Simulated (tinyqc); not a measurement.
# Conduction-band offset of an n-N heterojunction from carrier-profile moments: what changes with what

Layer 1 (x < 0) accumulates electrons and layer 2 (x > 0) is depleted. Boltzmann statistics. The bands bend down by V1 in layer 1 and up by V2 in layer 2, with V1 + V2 = VD = dE + Vt ln[(N2/Nc2)/(N1/Nc1)].

Inputs (values chosen for the exercise); values of the order of III-V alloys:
```
symbol,value,unit,meaning
T,300,K,temperature
eps_r,13,,relative permittivity of both layers
Nc1,5.3e17,cm^-3,density of states of the narrow-gap layer 1
Nc2,1.4e18,cm^-3,density of states of the wide-gap layer 2
N1,2.4e16,cm^-3,donor density in layer 1
N2,4.2e16,cm^-3,donor density in layer 2
si,0,cm^-2,fixed charge at the interface
```

Constants: q = 1.602176634e-19 C, kB = 1.380649e-23 J/K, Vt = kB T/q, eps0 = 8.8541878128e-14 F/cm where lengths are in cm. Results are converted to the units shown.

Each table varies one quantity; the others keep the values above.

## Effect of the offset

Sheet densities from the first integral: Q1 = sqrt((2 eps0 eps_r Vt N1/q)(exp(u1) - u1 - 1)) extra electrons, Q2 = sqrt((2 eps0 eps_r Vt N2/q)(exp(-u2) + u2 - 1)) missing ones, u = V/Vt; neutrality Q1 = Q2 + si.

Results:
```
dE (eV)  VD (V)   V1 (V)  Q1 (cm^-2)  n(0-)/Nc1
0.12     0.1094  0.04413    1.582e11     0.2496
0.19     0.1794  0.05875    2.394e11     0.4394
0.25     0.2394  0.06729    2.971e11     0.6114
0.31     0.2994  0.07381    3.472e11     0.7867
0.44     0.4294  0.08410    4.390e11      1.172
0.5      0.4894  0.08778    4.762e11      1.351
```

Estimate the missing row, dE = 0.37 eV.

Computed row:
```
dE (eV)  VD (V)   V1 (V)  Q1 (cm^-2)  n(0-)/Nc1
0.37     0.3594  0.07905    3.919e11     0.9637
```

With this row back in the table: Q1 rises from 1.58e11 to 4.76e11 cm^-2, as VD^(0.62) between the last two rows. Layer 1 takes 40.4 % of VD in the first row and 17.9 % in the last: accumulation charge grows exponentially with V1, so most of a large offset falls across the depleted side. For dE = 0.25, 0.31, 0.37, 0.44, 0.5 n(0-) nears or passes Nc1, where degeneracy and quantisation lower Q1.

## An error in the interface position

A C-V profile smears n(x) but keeps its zeroth and first moments: si = -int (N - n) dx, VD = (q/(eps0 eps_r)) int (N - n) x dx, dE = VD - Vt ln[(N2/Nc2)/(N1/Nc1)]. With the step of N placed at xi and the moment taken about xi, VD changes by (q/(eps0 eps_r)) [si xi + (N2 - N1) xi^2/2] and si by (N2 - N1) xi.

Result of one run:
```
xi (nm)  error of si (cm^-2)  error of dE (meV)
-15               -2.7000e10             2.8187
```

What becomes of these results when the assumed position of the interface xi is changed from -15 to 15 nm, all else the same?

Result of the changed run:
```
xi (nm)  error of si (cm^-2)  error of dE (meV)
15                 2.7000e10             2.8187
```

The whole series:
```
xi (nm)  error of si (cm^-2)  error of dE (meV)
-30               -5.4000e10             11.275
-22.5             -4.0500e10             6.3420
-15               -2.7000e10             2.8187
-7.5              -1.3500e10            0.70467
0                          0                  0
7.5                1.3500e10            0.70467
15                 2.7000e10             2.8187
22.5               4.0500e10             6.3420
30                 5.4000e10             11.275
```

Among the rows the error of dE lies between 0 and 11.3 meV, quadratic in xi, since without interface charge the first-order term vanishes; the error of si is linear, 1.80e9 cm^-2 a nanometre.

Numbers from tinyqc (`OMP_NUM_THREADS=1 python tinyqc.py 2410023 2410024 out.jsonl`; about 0.07 s on one thread of a shared Intel Xeon 2.30GHz).
